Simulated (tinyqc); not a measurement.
Voltage acceleration of oxide breakdown, four models on the same data: lifetime against voltage in four models.

Field E = V/tox in MV/cm. Models: ln(t63/1 s) = a - c X with X = E (E model), -1/E (1/E model), ln V (power law, c the exponent n) or sqrt(E).

a and c were fitted to stress data from 4.36 to 5.81 V. Project to Vu, multiply by exp[(Ea q/kB)(1/Tu - 1/Ts)] and by ks; ten years are 3.15576e8 s.

Values chosen for this exercise: oxide thickness tox = 4.1 nm; stress temperature Ts = 373 K; use temperature Tu = 328 K; activation energy Ea = 0.7 eV; factor for area and percentile ks = 0.00063.

Constants: q = 1.602176634e-19 C, kB = 1.380649e-23 J/K. Results are converted to the units shown.

```
model	c	a
E	2.98802	45.3193
1/E	448.623	-28.4122
power	36.8002	67.8565
sqrt E	20.9992	82.0877
```

Result of one run:
```
Vu (V)	log10 years, E	log10 years, 1/E	log10 years, power	log10 years, sqrt E
4.21	-3.045	-2.767	-2.906	-2.976
```

What becomes of these results when the use voltage Vu is changed from 4.21 to 5.09 V, all else the same?

Result of the changed run:
```
Vu (V)	log10 years, E	log10 years, 1/E	log10 years, power	log10 years, sqrt E
5.09	-5.830	-6.047	-5.940	-5.885
```

The whole series:
```
Vu (V)	log10 years, E	log10 years, 1/E	log10 years, power	log10 years, sqrt E
2	3.950	18.20	8.990	6.106
2.44	2.557	11.00	5.812	4.000
2.88	1.164	5.995	3.162	2.077
3.32	-0.2283	2.319	0.8896	0.2964
3.77	-1.653	-0.5525	-1.142	-1.406
4.21	-3.045	-2.767	-2.906	-2.976
4.65	-4.438	-4.562	-4.495	-4.465
5.09	-5.830	-6.047	-5.940	-5.885
```

The four agree within 0.22 decades in the last row, inside the stress range, and part by 14.3 decades in the first. The local exponent -d ln t/d ln V is c E for the E model, which shrinks as V falls, constant for the power law, and c/E for the 1/E model, which grows as V falls.

Range of the model: All four laws are empirical fits; none is established far below the stress range.

Computed by the program tinyqc: `OMP_NUM_THREADS=1 python tinyqc.py 2070166 2070167 out.jsonl`, one thread of a shared Intel Xeon 2.30GHz, about 0.01 s for the whole run.
